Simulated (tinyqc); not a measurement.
Cluster expansion of a binary alloy: correlations, fit, cross-validation and ground states. Inputs raised by 2 %, one at a time. Computed by tinyqc, a small Python program. Command: `OMP_NUM_THREADS=1 python tinyqc.py 3009311 3009312 out.jsonl clex sens`. One thread of a shared host (Intel(R) Xeon(R) Processor @ 2.30GHz), about 0.03 s of CPU time with the checks.

s = +1 for A and -1 for B. Energy per site E = J0 + J1 P(point) + sum over clusters of m V P, with P the mean product of spins; V > 0 on a pair favours unlike neighbours. Clusters per site m: pair 1 6, pair 2 3, pair 3 12, triplet 8; the triplet is the triangle of first neighbours. Formation energies are counted from the line between pure A and pure B, which removes J0 and J1.

Inputs (values chosen for the exercise, for a model alloy):

| quantity | value | unit |
|---|---|---|
| first-pair interaction V1 | -5.34 | meV |
| second-pair interaction V2 | -1.1 | meV |
| third-pair interaction V3 | -0.43 | meV |
| triplet interaction Vt | -0.95 | meV |
| noise amplitude | 0.56 | meV/site |
| temperature T | 480 | K |
| fraction x of B | 0.18 | - |

Lattice: fcc.

correlations P, counted on periodic cells:
```
                       point     pair 1     pair 2     pair 3    triplet
A                   1.000000   1.000000   1.000000   1.000000   1.000000
A3B L1_2            0.500000   0.000000   1.000000   0.000000  -0.500000
A3B D0_22           0.500000   0.000000   0.666667   0.333333  -0.500000
A3B (001) layers    0.500000   0.333333   0.666667   0.000000   0.500000
A2B (001) layers    0.333333   0.111111   0.555556  -0.333333   0.333333
AB L1_0             0.000000  -0.333333   1.000000  -0.333333   0.000000
AB L1_1             0.000000   0.000000  -1.000000   0.000000   0.000000
A2B2 (001) layers   0.000000   0.333333   0.333333  -0.333333   0.000000
AB2 (001) layers   -0.333333   0.111111   0.555556  -0.333333  -0.333333
AB3 L1_2           -0.500000   0.000000   1.000000   0.000000   0.500000
AB3 D0_22          -0.500000   0.000000   0.666667   0.333333   0.500000
AB3 (001) layers   -0.500000   0.333333   0.666667   0.000000  -0.500000
B                  -1.000000   1.000000   1.000000   1.000000  -1.000000
```

standard normal numbers for the noise (0 for the pure ends): A 0.000, A3B L1_2 0.706, A3B D0_22 -1.952, A3B (001) layers 1.097, A2B (001) layers 0.432, AB L1_0 -0.364, AB L1_1 0.438, A2B2 (001) layers 1.792, AB2 (001) layers -0.726, AB3 L1_2 -1.047, AB3 D0_22 -2.201, AB3 (001) layers 0.519, B 0.000

Constants: k_B = 8.617333262e-05 eV/K.

Method:
- Design matrix of formation energies: m (P - 1) for pairs and m (P(triplet) - P(point)) for the triplet; x = (1 - P(point))/2.
- Exact: X V with V = (V1, V2, V3, Vt). The data to fit add the noise amplitude times the normal numbers, standing for what the clusters leave out.
- Leave out pair 3: A = X^T X and b = X^T E (E being the data with noise) over these three columns; solve A V = b. The root-mean-square error runs over the structures between the pure ends.
- For each set, H = X (X^T X)^-1 X^T over the structures between the ends; residual e = E - H E; leave-one-out error e_i/(1 - H_ii); both as root mean squares.
- Random alloy: P(pair) = p^2, P(triplet) = p^3, p = 1 - 2x, so H_mix = (p^2 - 1) sum m V(pairs) + (p^3 - p) m Vt; G_mix = H_mix + k_B T [x ln x + (1 - x) ln(1 - x)]. To first order in 1/T the Warren-Cowley parameter of shell 1 is alpha_1 = -(1 - p^2) V_eff/(k_B T), V_eff = V1 + (number of triplets on a first-neighbour bond) p Vt, that number being 4.

Runs:

| input moved | from | to | mixing enthalpy H_mix (meV/site) | alpha_1 | root-mean-square error of the three-cluster fit (meV/site) | leave-one-out error without pair 3 (meV/site) |
|---|---|---|---|---|---|---|
| base run | - | - | 26.783 | 0.11093 | 2.1638 | 3.9507 |
| first-pair interaction V1 (meV) | -5.34 | -5.4468 | 27.161 | 0.11246 | 2.1638 | 3.9507 |
| second-pair interaction V2 (meV) | -1.1 | -1.122 | 26.822 | 0.11093 | 2.1638 | 3.9507 |
| third-pair interaction V3 (meV) | -0.43 | -0.4386 | 26.844 | 0.11093 | 2.1965 | 4.0147 |
| triplet interaction Vt (meV) | -0.95 | -0.969 | 26.840 | 0.11163 | 2.1638 | 3.9507 |
| noise amplitude (meV/site) | 0.56 | 0.5712 | 26.783 | 0.11093 | 2.1745 | 3.9657 |
| fraction x of B | 0.18 | 0.1836 | 27.166 | 0.11226 | 2.1638 | 3.9507 |
| temperature T (K) | 480 | 489.6 | 26.783 | 0.10876 | 2.1638 | 3.9507 |

Exponents ln(y'/y) / ln(x'/x):

| input | mixing enthalpy H_mix | alpha_1 | root-mean-square error of the three-cluster fit | leave-one-out error without pair 3 |
|---|---|---|---|---|
| first-pair interaction V1 | 0.708 | 0.689 | 0.000 | 0.000 |
| second-pair interaction V2 | 0.073 | 0.000 | 0.000 | 0.000 |
| third-pair interaction V3 | 0.115 | 0.000 | 0.756 | 0.812 |
| triplet interaction Vt | 0.108 | 0.315 | 0.000 | 0.000 |
| noise amplitude | 0.000 | 0.000 | 0.248 | 0.191 |
| fraction x of B | 0.717 | 0.600 | 0.000 | 0.000 |
| temperature T | 0.000 | -1.000 | 0.000 | 0.000 |

To which inputs is each result most sensitive?

Among the inputs moved here: mixing enthalpy H_mix answers most in size to fraction x of B (exponent +0.717), and about equally to first-pair interaction V1 (+0.708); its exponent is below 0.0005 for noise amplitude, temperature T. alpha_1 answers most in size to temperature T (exponent -1.000), next to first-pair interaction V1 (+0.689); its exponent is below 0.0005 for second-pair interaction V2, third-pair interaction V3, noise amplitude. Its exponent -1.000 in temperature T: first order in 1/T. root-mean-square error of the three-cluster fit answers most in size to third-pair interaction V3 (exponent +0.756), next to noise amplitude (+0.248); its exponent is below 0.0005 for first-pair interaction V1, second-pair interaction V2, triplet interaction Vt, fraction x of B, temperature T. leave-one-out error without pair 3 answers most in size to third-pair interaction V3 (exponent +0.812), next to noise amplitude (+0.191); its exponent is below 0.0005 for first-pair interaction V1, second-pair interaction V2, triplet interaction Vt, fraction x of B, temperature T.

Caution (all rows): G_mix lies above the hull of the ordered structures at this x, so the random alloy is not the equilibrium state at T.
